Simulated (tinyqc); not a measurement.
Worked calculation: plane-wave Kohn-Sham cycle with exchange-only LDA in a layered model solid. One step of it, computed by the program tinyqc.

Task: Iteration 1: Hamiltonian at one k. H(m,m') = (k + G_m)^2/2 delta + V(G_m - G_m'), with V(-G) = V(G).

A solid whose potential varies along x alone (atomic units):
```
parameter                      value
period a                    4.700000
cross-section of the cell  21.000000
electrons per cell                 4
grid points                       16
plane waves -n..n, n               2
k points                           1
V1 in V1 cos(2 pi x/a)     -0.200000
V2 in V2 cos(4 pi x/a)      0.170000
```

V(G_m), m = 0, 1, 2, ... (hartree): [-0.338250, -0.100000, 0.085000, 0.000000, 0.000000]

k = 0.000000 2 pi / a

Give: H.

Result:

H (hartree), order -2, -1, +0, +1, +2:
```
[[3.2361, -0.1000, 0.0850, 0.0000, 0.0000],
 [-0.1000, 0.5553, -0.1000, 0.0850, 0.0000],
 [0.0850, -0.1000, -0.3383, -0.1000, 0.0850],
 [0.0000, 0.0850, -0.1000, 0.5553, -0.1000],
 [0.0000, 0.0000, 0.0850, -0.1000, 3.2361]]
```
